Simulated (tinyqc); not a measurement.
Stacked nanosheet transistor, parasitic resistance, capacitance and delay: two steps of the calculation.

Ns sheets share one contact on top; each has perimeter p = 2 (Ws + ts) and cross-section A = Ws ts; contact width Wc = Ws + 10 nm, stack height Hs = Ns pv. Sheet 1 is the top one. Contact length Lc = CPP - Lg - 2 Lsp, shared by two neighbouring gates. Source and drain sides are equal. The formulas are first-order estimates, not field solutions.

Inputs (values chosen for the exercise); values close to those of silicon logic devices:
- T = 300 K (temperature)
- Ns = 3 (number of sheets)
- Ws = 30 nm (sheet width)
- ts = 6 nm (sheet thickness)
- rv = 64 ohm (vertical resistance between sheet levels)
- CPP = 60 nm (contacted gate pitch)
- Lg = 12 nm (gate length)
- Lsp = 7 nm (spacer length)
- rc = 4.2e-9 ohm cm^2 (contact resistivity)
- re = 0.00048 ohm cm (resistivity of the source-drain epitaxy)
- te = 25 nm (current-carrying depth of the epitaxy)
- rx = 0.0016 ohm cm (resistivity of the extension)
- Cinv = 3 uF/cm^2 (inversion capacitance)
- vx = 8.7e6 cm/s (injection velocity)
- mu = 140 cm^2/(V s) (apparent mobility)
- VT = 0.22 V (threshold at zero drain voltage)
- dl = 0.039 V/V (barrier lowering)
- n = 1.09 (subthreshold factor)
- Vdd = 0.7 V (supply voltage)

Constants: q = 1.602176634e-19 C, kB = 1.380649e-23 J/K, Vt = kB T/q. Results are converted to the units shown.

Task 1. Geometry and resistances. Epitaxy sheet resistance Rsh = re/te, transfer length LT = sqrt(rc/Rsh), contact Rc = [sqrt(rc Rsh)/Wc] coth(Lc/(2 LT)); extension of one sheet Rx = rx Lsp/A. Effective width N p; for equal currents and rv = 0 one side has Rc + Rx/N.

Give: Lc; effective width; Rsh; LT; Rc; Rx; one side times effective width.

Result 1.

Lc = 34.000 nm
effective width = 216.00 nm
Rsh = 192.00 ohm
LT = 46.771 nm
Rc = 644.61 ohm
Rx = 622.22 ohm
one side times effective width = 184.04 ohm um

Task 2. Sheet currents at Vgs = Vdd, Vds = Vdd/2. One sheet: I = p Q vx u/(1 + |u|^1.8)^(1/1.8), Q = Cinv n Vt ln(1 + exp((Vg' - VT + dl Vd')/(n Vt))), u = Vd' mu/(vx Lg), Vg' = Vgs - v, Vd' = Vds - 2 v, with the drop on each side v_j = Rc sum I + rv (sum over levels k = 2..j of the current of sheets k..Ns) + Rx I_j. I(new) = I + 0.5 (I(out) - I).

I at the start (uA): sheet 1 0, sheet 2 0, sheet 3 0
Rc = 644.61047 ohm
Rx = 622.22222 ohm

Find: drop v; I(out); I after iteration 1.

Result 2.

drop v (mV): sheet 1 0, sheet 2 0, sheet 3 0
I(out) (uA): sheet 1 89.73, sheet 2 89.73, sheet 3 89.73
I after iteration 1 (uA): sheet 1 44.86, sheet 2 44.86, sheet 3 44.86

Computed by the program tinyqc: `OMP_NUM_THREADS=1 python tinyqc.py 2170168 2170169 out.jsonl`, one thread of a shared Intel Xeon 2.30GHz, about 0.09 s for the whole run.
